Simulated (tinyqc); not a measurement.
Vibrations of a mass or spring defect in a linear chain: one step, computed by the program tinyqc. Command: `OMP_NUM_THREADS=1 python tinyqc.py 3009811 3009812 out.jsonl localmode walk`. One thread of a shared host (Intel(R) Xeon(R) Processor @ 2.30GHz), about 0.01 s of CPU time with the checks.

A ring of N atoms with nearest-neighbour springs k and motion along the chain. Atom 1 is the defect, of mass M', and its two springs are k'. All other atoms have the mass M.

Problem. Dynamical matrix of the ring. D_ii = (sum of the two springs at i)/M_i, D_ij = -k_ij/sqrt(M_i M_j) for neighbours, closed into a ring.

Inputs (values chosen for the exercise, for a model chain):
```
quantity                         value           unit
spring constant k                 9.05  eV/angstrom^2
host mass M                        112              u
defect mass M'                    60.3              u
spring ratio k'/k at the defect      1              -
atoms in the ring N                 12              -
```

Host: monatomic.

Give: D.

Solution.

D (eV/(angstrom^2 u)), lower triangle (symmetric):
```
           1         2         3         4         5         6         7         8
1    0.30017
2   -0.11012   0.16161
3    0.00000  -0.08080   0.16161
4    0.00000   0.00000  -0.08080   0.16161
5    0.00000   0.00000   0.00000  -0.08080   0.16161
6    0.00000   0.00000   0.00000   0.00000  -0.08080   0.16161
7    0.00000   0.00000   0.00000   0.00000   0.00000  -0.08080   0.16161
8    0.00000   0.00000   0.00000   0.00000   0.00000   0.00000  -0.08080   0.16161
9    0.00000   0.00000   0.00000   0.00000   0.00000   0.00000   0.00000  -0.08080
10   0.00000   0.00000   0.00000   0.00000   0.00000   0.00000   0.00000   0.00000
11   0.00000   0.00000   0.00000   0.00000   0.00000   0.00000   0.00000   0.00000
12  -0.11012   0.00000   0.00000   0.00000   0.00000   0.00000   0.00000   0.00000

           9        10        11       12
9    0.16161
10  -0.08080   0.16161
11   0.00000  -0.08080   0.16161
12   0.00000   0.00000  -0.08080  0.16161
```
